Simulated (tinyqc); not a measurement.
Series resistance and length offset from two lengths at two overdrives.

Problem. In strong inversion R W = Rsd + k(x)(L - dL), k(x) = (1 + th1 x)/(mu0 Cox x), x the overdrive, Cox = eps0 eox/tox, with Rsd and dL independent of x. Find dL, Rsd, mu0 and th1.

Inputs (values chosen for the exercise): relative permittivity of the gate insulator (close to silicon dioxide) eox = 3.9; insulator thickness tox = 1.6 nm.

Constants: eps0 = 8.8541878128e-14 F/cm where lengths are in cm. Results are converted to the units shown.

total resistance times width (ohm um):

|  | L = 0.11 um | L = 0.3 um |
|---|---|---|
| overdrive 0.48 V | 901.321887 | 1827.03365 |
| overdrive 1.07 V | 642.444128 | 1108.46641 |

Solution. At each overdrive R W is a straight line in L; the two lines cross at L = dL, R W = Rsd. Their slopes give k x = (1 + th1 x)/(mu0 Cox), a straight line in x.

dL = 0.00300 um
Rsd = 380 ohm um
mu0 = 220 cm^2/(V s)
th1 = 0.230 1/V

Program tinyqc, `OMP_NUM_THREADS=1 python tinyqc.py 2210044 2210045 out.jsonl`; Intel Xeon 2.30GHz, shared host, one thread, about 0.01 s.
